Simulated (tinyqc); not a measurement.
# Thermionic emission over a Gaussian spread of barriers: effect of temperature

Metal on an n-type semiconductor with one parabolic valley; V > 0 is forward bias (metal positive). Patches of barrier height b are spread as a Gaussian with mean phi - r2 V and variance sg^2 + r3 V; each carries A* T^2 exp(-b/Vt) [exp(V/Vt) - 1].

A* = 4 pi q me m0 kB^2/h^3 (times 1e-4 for A/(cm^2 K^2)). The mean of exp(-b/Vt) gives the apparent barrier phi_ap(V) = phi - r2 V - (sg^2 + r3 V)/(2 Vt), J = A* T^2 exp(-phi_ap/Vt) [exp(V/Vt) - 1], and 1/n = 1 + r2 + r3/(2 Vt). J0 = A* T^2 exp(-phi_ap(0)/Vt); the current at zero bias is centred on b = phi - sg^2/Vt.

Inputs (values chosen for the exercise); band and dielectric values close to those of gallium arsenide: electron mass me = 0.0663 m0; barrier height seen from the metal phi = 0.79 eV; standard deviation of the barrier heights sg = 0.068 eV; shift of the mean barrier per volt, with its sign reversed (rho2) r2 = -0.068; change of sg^2 per volt (rho3) r3 = -0.001 V.

Constants: q = 1.602176634e-19 C, kB = 1.380649e-23 J/K, h = 6.62607015e-34 J s, m0 = 9.1093837015e-31 kg, Vt = kB T/q. Results are converted to the units shown.

Effect of temperature:
```
T (K),phi_ap(0) (eV),n,J0 (A/cm^2),barrier that carries most current (eV)
100,0.5217,1.144,4.061e-22,0.2534
140,0.5984,1.123,4.504e-17,0.4067
180,0.6409,1.111,2.925e-13,0.4919
220,0.6680,1.104,1.916e-10,0.5461
260,0.6868,1.099,2.620e-8,0.5836
300,0.7006,1.096,1.221e-6,0.6111
350,0.7133,1.092,5.221e-5,0.6367
400,0.7229,1.090,9.931e-4,0.6559
```

Read the table: what changes, and by how much?

The apparent barrier rises from 0.522 to 0.723 eV and n falls from 1.14 to 1.09. A Richardson plot, ln(J0/T^2) against 1/Vt, has the slope -0.330 eV between the first two rows and -0.646 eV between the last two, against phi = 0.79 eV: the plot bends, because cold electrons seek the low patches. In 5 of the 8 rows sg exceeds 3 Vt, so the current comes from more than three deviations below the mean, a tiny share of the area that a Gaussian of independent patches describes poorly.

tinyqc, about 0.01 s, one thread, Intel Xeon 2.30GHz (shared host): `OMP_NUM_THREADS=1 python tinyqc.py 2640038 2640039 out.jsonl`
